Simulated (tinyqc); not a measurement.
From depth x_j where C falls to C_B back to dose Q: ion implantation: universal nuclear stopping, Lindhard-Scharff electronic stopping and a Gaussian range profile. Computed by tinyqc, a small Python program. Command: `OMP_NUM_THREADS=1 python tinyqc.py 3019380 3019381 out.jsonl implant inv`. One thread of a shared host (Intel(R) Xeon(R) Processor @ 2.30GHz), about 0.2 s of CPU time with the checks.

An ion slows by elastic collisions with screened nuclei and by friction with electrons; channelling is ignored and the target is uniform.

Inputs (values chosen for the exercise, modelled on germanium ions in diamond):
```
quantity                                 value    unit
ion atomic number Z1                        32       -
ion mass M1                                 74       u
target atomic number Z2                      6       -
target mass M2                           12.01       u
target density N                         176.3  1/nm^3
ion energy E                                46     keV
scale factor of electronic stopping k      1.5       -
background C_B                         7.7e+16  1/cm^3
```

Method:
- Reduced energy eps = 32.53 M2 E/(Z1 Z2 (M1 + M2)(Z1^0.23 + Z2^0.23)), E in keV; s_n = ln(1 + 1.1383 eps)/(2 (eps + 0.01321 eps^0.21226 + 0.19593 eps^0.5)) for eps up to 30 and ln(eps)/(2 eps) above; S_n = 8.462 Z1 Z2 M1 s_n/((M1 + M2)(Z1^0.23 + Z2^0.23)) in 1e-15 eV cm^2.
- S_e = k 3.83 Z1^(7/6) Z2/(Z1^(2/3) + Z2^(2/3))^(3/2) sqrt(E/M1) in 1e-15 eV cm^2, E in keV.
- Path length R = int_0^E dE'/(N (S_n + S_e)); energy lost to nuclei nu = int_0^E S_n/(S_n + S_e) dE' (both with E' = E y^3 and 64 Gauss-Legendre points in y).
- Estimates of Lindhard type: R_p = R/(1 + M2/(3 M1)), straggle dR_p = (2/3) R_p sqrt(M1 M2)/(M1 + M2).
- C(x) = C_p exp(-(x - R_p)^2/(2 dR_p^2)) with C_p = Q/(sqrt(2 pi) dR_p), 1 nm = 1e-7 cm; the profile falls to the background at x_j = R_p + dR_p sqrt(2 ln(C_p/C_B)); the peak atomic fraction is C_p/N.

Problem. A run gave the result below. Find the dose Q, known to lie between 1.6e+12 and 4e+12 1/cm^2.

Depth x_j where C falls to C_B = 32.39234 nm

Solution.

Each step takes the trial c = (a f_b - b f_a)/(f_b - f_a), f being the result less the target and a, b, c the logarithms of the listed values; c replaces end b, the old b replaces a if the sign of f changed, and otherwise f_a is halved.

Scan of the range:
```
dose Q (1/cm^2)  depth x_j where C falls to C_B (nm)
1.60e+12                                     31.2180
1.86e+12                                     31.5052
2.17e+12                                     31.7919
2.53e+12                                     32.0706
2.95e+12                                     32.3432
3.43e+12                                     32.6049
4.00e+12                                     32.8663
```

False position (Illinois rule, in the logarithm of the input) inside the bracket:
```
step        end a        end b        trial  depth x_j where C falls to C_B (nm)
1     2.95000e+12  3.43000e+12  3.03473e+12                              32.3928
2     2.95000e+12  3.03473e+12  3.03327e+12                              32.3919
3     3.03473e+12  3.03327e+12  3.03399e+12                              32.3923
```

Depth x_j where C falls to C_B rises at every point of a 13-point scan of the range (every second point is shown), so one value fits; it is bracketed by 2.95e12 and 3.43e12. Answer: dose Q = 3.034e12 1/cm^2.
